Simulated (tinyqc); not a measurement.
Changing the anneal temperature T: dopants and charged point defects at anneal temperature: Fermi-level effect, clustering and pairing. Computed by tinyqc, a small Python program. Command: `OMP_NUM_THREADS=1 python tinyqc.py 3006209 3006210 out.jsonl pairing sweep`. One thread of a shared host (Intel(R) Xeon(R) Processor @ 2.30GHz), about 0.01 s of CPU time with the checks.

Boltzmann statistics and full ionisation of active dopants. Energies are counted from the valence band; the defect (a vacancy or self-interstitial) has five charge states, with all degeneracy factors one.

Inputs (values chosen for the exercise, with bands modelled on 4H-SiC):
```
quantity                                         value   unit
gap at 0 K E_g0                                   3.28     eV
Varshni alpha                                 0.000324   eV/K
Varshni beta                                       673      K
electron mass m_e                                0.398    m_0
valleys M_c                                          3      -
hole mass m_h                                     1.95    m_0
total dopant density N                         1.4e+20  cm^-3
formation enthalpy of the neutral defect H_f      4.08     eV
formation entropy S_f                              3.7    k_B
site density N_s                               3.3e+22  cm^-3
```

Dopant: donor. Second part: pairing with a mobile impurity.

defect levels as fractions of E_g(T): (2+/+), (+/0), (0/-), (-/2-): 0.16  0.32  0.68  0.88

Constants: m_0 = 9.1093837015e-31 kg; k_B = 1.380649e-23 J/K; h = 6.62607015e-34 J s; k_B = 8.617333262e-05 eV/K.

Method:
- E_g = E_g0 - alpha T^2/(T + beta).
- N_c = 2 M_c (2 pi m_e k_B T/h^2)^(3/2) and N_v = 2 (2 pi m_h k_B T/h^2)^(3/2), masses in units of m_0.
- n_i = sqrt(N_c N_v) exp(-E_g/2 k_B T); E_i = E_g/2 + (k_B T/2) ln(N_v/N_c).
- No clustering: A = N.
- n = A/2 + sqrt(A^2/4 + n_i^2) for an active density A.
- chi = n/n_i (for acceptors n_i/p); E_F = E_i + k_B T ln chi; field enhancement h = 1 + A/sqrt(A^2 + 4 n_i^2).
- C_0 = N_s exp(S_f/k_B) exp(-H_f/k_B T). Ratios to the neutral state at E_F = E_i: r_+ = exp((E(+/0) - E_i)/k_B T), r_2+ = r_+ exp((E(2+/+) - E_i)/k_B T), r_- = exp((E_i - E(0/-))/k_B T), r_2- = r_- exp((E_i - E(-/2-))/k_B T); at other E_F state q scales as chi^(-q). The enhancement is sum r_q chi^(-q)/sum r_q. The charge on the defects is left out of neutrality.

One run for each value; columns: (1) anneal temperature T (K); (2) all defects, doped (cm^-3); (3) enhancement over intrinsic; (4) n_i (cm^-3); (5) active density A (cm^-3); (6) mean charge (e):
```
(1)          (2)         (3)         (4)       (5)      (6)
952   9.6337e+09  2.8594e+07  1.2711e+12  1.40e+20  -1.9919
1050  1.3963e+11  3.9846e+06  9.9440e+12  1.40e+20  -1.9852
1150  1.3061e+12  7.3568e+05  5.7387e+13  1.40e+20  -1.9752
1240  7.0706e+12  1.9956e+05  2.2066e+14  1.40e+20  -1.9632
1340  3.4945e+13  5.6642e+04  8.0528e+14  1.40e+20  -1.9461
1440  1.3699e+14  1.8904e+04  2.4779e+15  1.40e+20  -1.9250
1530  3.9973e+14  7.8891e+03  6.0511e+15  1.40e+20  -1.9027
1630  1.1384e+15  3.3195e+03  1.4633e+16  1.40e+20  -1.8745
```

What does the table show, and why?

Over the rows, all defects, doped (cm^-3) rises from 9.63e9 to 1.14e15 (exponent d ln y / d ln x 27 between the first rows and 17 between the last); enhancement over intrinsic falls from 2.86e7 to 3320 (exponent d ln y / d ln x -20 between the first rows and -14 between the last); n_i (cm^-3) rises from 1.27e12 to 1.46e16 (exponent d ln y / d ln x 21 between the first rows and 14 between the last). A line through ln(all defects) against 1/(k_B T) gives 2.30 eV, against H_f = 4.08 eV for the neutral state alone.

Caution (rows 952, 1050): the carrier density exceeds the effective density of states, where Boltzmann statistics understate the shift of E_F and so the density of charged defects (gap narrowing, also left out, works the other way).
